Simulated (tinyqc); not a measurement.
# Free and trapped electrons in a MOS channel with a dense trap tail: effects of single changes

p-type body, charge-sheet picture, full ionisation (an idealisation for deep acceptors), Boltzmann statistics for free electrons. e = Ec - EF at the surface. Acceptor-like traps of density D(E) = D0 + De exp(-E/Ew) at depth E below Ec, from 0 to Eu, hold n_t = integral of D(E)/(1 + exp((e - E)/Vt)). psi = Eg - Vt ln(Nv/Na) - e; N_dep = sqrt(2 eps0 eps_r Na (psi - Vt)/q); n_f = sqrt(N_dep^2 + 2 eps0 eps_r Vt Nc exp(-e/Vt)/q) - N_dep; Vg = Vfb + psi + q (N_dep + n_t + n_f)/Cox, Cox = eps0 eox/tox.

Values chosen for this exercise; band and dielectric values close to those of 4H silicon carbide:
```
symbol    value         unit                                             meaning
T           400            K                                         temperature
Eg         3.21           eV                                            band gap
eps_r      9.88                                            relative permittivity
Nc      2.62e19        cm^-3              conduction-band density of states at T
Nv      3.82e19        cm^-3                 valence-band density of states at T
eox         3.9                           relative permittivity of the insulator
tox          46           nm                                 insulator thickness
Na       1.2e17        cm^-3                                    acceptor density
Vfb       -2.66            V            flat-band voltage without trapped charge
D0       5.1e10  cm^-2 eV^-1  constant background density of acceptor-like traps
De       2.1e13  cm^-2 eV^-1          density of the tail at the conduction edge
Ew         0.11           eV                            decay energy of the tail
Eu         0.67           eV        depth below Ec down to which the traps reach
mf           76   cm^2/(V s)                          mobility of free electrons
```

Constants: q = 1.602176634e-19 C, kB = 1.380649e-23 J/K, Vt = kB T/q, eps0 = 8.8541878128e-14 F/cm where lengths are in cm. Results are converted to the units shown.

Each table varies one quantity; the others keep the values above.

## Free and trapped charge against gate voltage

Free share n_f/(n_f + n_t); swing ln 10 n_f/(dn_f/dVg); field-effect mobility mf q (dn_f/dVg)/Cox, for a constant mf; oxide field q (N_dep + n_t + n_f)/(eps0 eox).

Result of one run:

| Vg (V) | e (eV) | n_f (cm^-2) | n_t (cm^-2) | free share (%) | swing (mV/decade) | field-effect mobility (cm^2/(V s)) | oxide field (MV/cm) |
|---|---|---|---|---|---|---|---|
| 9.3 | 0.04192 | 6.405e11 | 1.611e12 | 28.45 | 5176 | 46.22 | 1.954 |

What becomes of these results when the gate voltage Vg is changed from 9.3 to 6 V, all else the same?

Result of the changed run:

| Vg (V) | e (eV) | n_f (cm^-2) | n_t (cm^-2) | free share (%) | swing (mV/decade) | field-effect mobility (cm^2/(V s)) | oxide field (MV/cm) |
|---|---|---|---|---|---|---|---|
| 6 | 0.1433 | 3.963e10 | 7.472e11 | 5.037 | 1422 | 10.41 | 1.259 |

The whole series:

| Vg (V) | e (eV) | n_f (cm^-2) | n_t (cm^-2) | free share (%) | swing (mV/decade) | field-effect mobility (cm^2/(V s)) | oxide field (MV/cm) |
|---|---|---|---|---|---|---|---|
| 3.7 | 0.5276 | 6.200e5 | 2.464e10 | 0.002517 | 185.8 | 0.001247 | 0.8427 |
| 4.9 | 0.2338 | 2.948e9 | 3.419e11 | 0.8549 | 661.8 | 1.664 | 1.040 |
| 6 | 0.1433 | 3.963e10 | 7.472e11 | 5.037 | 1422 | 10.41 | 1.259 |
| 7.1 | 0.09511 | 1.545e11 | 1.109e12 | 12.23 | 2434 | 23.72 | 1.488 |
| 8.2 | 0.06417 | 3.593e11 | 1.395e12 | 20.49 | 3699 | 36.28 | 1.720 |
| 9.3 | 0.04192 | 6.405e11 | 1.611e12 | 28.45 | 5176 | 46.22 | 1.954 |
| 10.4 | 0.02469 | 9.806e11 | 1.772e12 | 35.62 | 6821 | 53.69 | 2.190 |
| 11.5 | 0.01065 | 1.364e12 | 1.893e12 | 41.89 | 8607 | 59.20 | 2.426 |
| 12.7 | -0.002156 | 1.819e12 | 1.990e12 | 47.76 | 1.069e4 | 63.55 | 2.684 |

n_f reaches 1e11 cm^-2 at Vg = 6.68 V, against 4.59 V without traps. The free share rises from 0.00252 to 47.8 % and the field-effect mobility rises from 0.00125 to 63.5 cm^2/(V s), although mf = 76 is constant: in the last row 83.6 % of Cox dVg goes into free electrons. The swing in the first row is 186 mV a decade (Vt ln 10 = 79.4). For Vg = 8.2, 9.3, 10.4, 11.5, 12.7 EF lies less than 2 Vt below the band edge, or above it, where degeneracy and confinement, left out, matter.

## Effect of the decay energy of the tail

VT is the Vg for n_f = 1e11 cm^-2; swing ln 10 n_f/(dn_f/dVg) at n_f = 1e8 cm^-2; the last three columns are for Vg = VT + 3.7 V, with free share n_f/(n_f + n_t) and field-effect mobility mf q (dn_f/dVg)/Cox; there EF is near the band edge, where Boltzmann statistics are rough.

Effect of the decay energy of the tail:

| Ew (eV) | e at VT (eV) | VT (V) | q n_t/Cox at VT (V) | swing (mV/decade) | n_f (cm^-2) | free share (%) | field-effect mobility (cm^2/(V s)) |
|---|---|---|---|---|---|---|---|
| 0.03 | 0.1107 | 4.803 | 0.2129 | 150.0 | 1.426e12 | 77.03 | 66.36 |
| 0.05 | 0.1107 | 5.093 | 0.5027 | 157.2 | 1.256e12 | 63.08 | 62.13 |
| 0.07 | 0.1107 | 5.529 | 0.9383 | 185.8 | 1.132e12 | 51.48 | 58.68 |
| 0.09 | 0.1107 | 6.070 | 1.479 | 242.4 | 1.042e12 | 42.43 | 55.87 |
| 0.11 | 0.1107 | 6.681 | 2.091 | 322.9 | 9.743e11 | 35.50 | 53.58 |
| 0.13 | 0.1107 | 7.334 | 2.743 | 419.7 | 9.226e11 | 30.23 | 51.68 |
| 0.15 | 0.1107 | 8.006 | 3.416 | 525.5 | 8.819e11 | 26.18 | 50.11 |
| 0.17 | 0.1107 | 8.682 | 4.091 | 635.1 | 8.493e11 | 23.04 | 48.78 |

As Ew goes from 0.03 to 0.17, VT rises from 4.80 to 8.68 V, its part due to traps rises from 0.213 to 4.09 V, the swing rises from 150 to 635 mV/decade and the field-effect mobility falls from 66.4 to 48.8 cm^2/(V s).

tinyqc, about 0.02 s, one thread, Intel Xeon 2.30GHz (shared host): `OMP_NUM_THREADS=1 python tinyqc.py 2222155 2222156 out.jsonl`
